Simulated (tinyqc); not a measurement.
Range and order of the fit: effective mass of the light-hole band from tabulated energies.

c = hbar^2/2m0.
Constants: hbar^2/2m0 = 3.80998211 eV angstrom^2.

Energies along [111], from the band edge downward:

| k (1/angstrom) | E (meV) |
|---|---|
| 0.000000 | 0.00000 |
| 0.003700 | 0.66890 |
| 0.007400 | 2.66630 |
| 0.011100 | 5.96400 |
| 0.014800 | 10.51550 |
| 0.018500 | 16.25680 |
| 0.022200 | 23.10680 |
| 0.025900 | 30.96890 |
| 0.029600 | 39.73200 |

reference mass (curvature of the model at k = 0.0001 1/angstrom) = 0.077882 m0

Least-squares fits of E = a k^2 (+ b k^4 + d k^6) over points 1 to n, and the line y = c k^2/E against E; errors of m against the reference.

Results:

| n | E at point n (meV) | one term (%) | two terms (%) | three terms (%) | line (%) | rms residual, one term (meV) |
|---|---|---|---|---|---|---|
| 3 | 6.0 | 0.96 | 0.00 | 0.01 | 0.00 | 0.009 |
| 4 | 10.5 | 1.64 | 0.01 | 0.00 | -0.01 | 0.027 |
| 5 | 16.3 | 2.50 | 0.01 | 0.00 | -0.02 | 0.063 |
| 6 | 23.1 | 3.54 | 0.03 | 0.00 | -0.04 | 0.125 |
| 7 | 31.0 | 4.77 | 0.05 | 0.00 | -0.07 | 0.224 |
| 8 | 39.7 | 6.20 | 0.09 | 0.00 | -0.12 | 0.369 |

The error of the parabola goes from +0.96 to +6.20 % as the range widens, and at n = 8 its residual, 0.37 meV, is only 0.9 % of the top energy: a small residual does not vouch for the mass. Over the full range (n = 8) the best form is three terms (0.00 %); the line errs by 0.00 % at n = 3 and -0.12 % at n = 8. Without scatter, a narrower range or a second term is the cure: at n = 8 the errors are +6.20, +0.09 and 0.00 % for one, two and three terms. Three terms on three points interpolate exactly.

Computed by tinyqc, a small Python program: `OMP_NUM_THREADS=1 python tinyqc.py 1881114 1881115 out.jsonl` (the numbers bound the seed that draws the inputs); one thread of a shared host (Intel(R) Xeon(R) Processor @ 2.30GHz), about 0.01 s for the whole set of steps.
